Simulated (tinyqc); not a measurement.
## MOS inversion layer, Poisson-Schroedinger loop: effect of the sheet density of electrons

Electrons confined at an insulator interface at z = 0, treated as a hard wall; parabolic valleys, Hartree approximation, no image or exchange terms. The depletion charge lies far deeper than the electrons and gives a uniform field q Nd/(eps0 eps_r); the gate balances all charge. Energies are counted from the band edge at the interface.

Schroedinger equation -(C/mz) psi'' + (V0 + U + dE for set B) psi = E psi, C = hbar^2/(2 m0), psi(0) = 0, on a uniform mesh of 800 nodes with a far wall at 150 nm, 8 levels a set; V0 = q Nd z/(eps0 eps_r); dU/dz = q (Ns - integral of n from 0 to z)/(eps0 eps_r), U(0) = 0; N_k = g md m0 q Vt/(pi hbar^2) ln(1 + exp((EF - E_k)/Vt)), g the number of valleys of the set, sum N_k = Ns. Triangular well: E_k = a_k (C F^2/mz)^(1/3), a_1 = 2.338107, a_2 = 4.087949, C = hbar^2/(2 m0), F in eV/nm. Fang-Howard (all electrons in the lowest level of set A): b^3 = 6 (mz1/C) q (Nd + 11 Ns/32)/(eps0 eps_r), centroid 3/b, level C b^2/(4 mz1) + (3/b) q (Nd + 11 Ns/16)/(eps0 eps_r). The centroid adds 3.9 z_av/eps_r to an oxide-equivalent thickness.

Parameters, values chosen for the exercise; masses and permittivity close to those of silicon (110): temperature T = 400 K; relative permittivity eps_r = 11.8; mass along z of valley set A (4 valley(s)) mz1 = 0.309 m0; in-plane density-of-states mass of set A md1 = 0.328 m0; mass along z of valley set B (2 valley(s)) mz2 = 0.189 m0; in-plane density-of-states mass of set B md2 = 0.422 m0; sheet density of depletion charge Nd = 1.3e11 cm^-2; extra shift of set B (strain) dE = 0.07 eV.

Constants: q = 1.602176634e-19 C, kB = 1.380649e-23 J/K, hbar = 1.054571817e-34 J s, m0 = 9.1093837015e-31 kg, Vt = kB T/q, eps0 = 8.8541878128e-14 F/cm where lengths are in cm, hbar^2/(2 m0) = 0.0380998212 eV nm^2. Results are converted to the units shown.

Result of one run:

| A1 (meV) | B1 (meV) | EF (meV) | share of A1 (%) | share of set A (%) | centroid z_av (nm) | added oxide equivalent (nm) | Fang-Howard centroid (nm) |
|---|---|---|---|---|---|---|---|
| 33.0 | 108 | -158 | 35.4 | 93.8 | 11.3 | 3.75 | 5.64 |

Which sheet density of electrons Ns gave this result: 1e11, 2.1e11, 4.5e11 or 4.4e12 cm^-2?

Ns = 2.1e11 cm^-2.

The whole series:

| Ns (cm^-2) | A1 (meV) | B1 (meV) | EF (meV) | share of A1 (%) | share of set A (%) | centroid z_av (nm) | added oxide equivalent (nm) | Fang-Howard centroid (nm) |
|---|---|---|---|---|---|---|---|---|
| 1e11 | 25.9 | 100 | -194 | 31.9 | 93.7 | 12.5 | 4.15 | 6.04 |
| 2.1e11 | 33.0 | 108 | -158 | 35.4 | 93.8 | 11.3 | 3.75 | 5.64 |
| 4.5e11 | 46.2 | 123 | -113 | 41.6 | 94.0 | 9.60 | 3.17 | 5.03 |
| 9.7e11 | 69.5 | 149 | -55.7 | 50.9 | 94.2 | 7.55 | 2.49 | 4.27 |
| 2.1e12 | 109 | 193 | 18.4 | 62.4 | 94.7 | 5.58 | 1.84 | 3.49 |
| 4.4e12 | 173 | 263 | 115 | 73.3 | 95.2 | 4.04 | 1.33 | 2.80 |
| 9.4e12 | 280 | 381 | 257 | 82.8 | 95.9 | 2.86 | 0.947 | 2.21 |
| 2e13 | 457 | 574 | 473 | 89.3 | 96.5 | 2.05 | 0.677 | 1.73 |

As Ns goes from 1e11 to 2e13, A1 rises from 25.9 to 457 meV, the share of A1 rises from 31.9 to 89.3 % and the centroid falls from 12.5 to 2.05 nm. A1 goes as Ns^(0.65) between the last two rows (a triangular well in the field of that charge alone gives 2/3). EF lies more than 2 meV above A1 for Ns = 2e13. The Fang-Howard centroid is 52 % below the full one in the first row, where A1 holds 31.9 %, and 16 % below it in the last, where A1 holds 89.3 %. For Ns = 1e11, 2.1e11, 4.5e11, 9.7e11, 2.1e12, 4.4e12 the eighth level of a set still holds over 0.4 % of the electrons, so more levels and a farther wall would raise the centroid.

Numbers from tinyqc (`OMP_NUM_THREADS=1 python tinyqc.py 2160067 2160068 out.jsonl`; about 1 s on one thread of a shared Intel Xeon 2.30GHz).
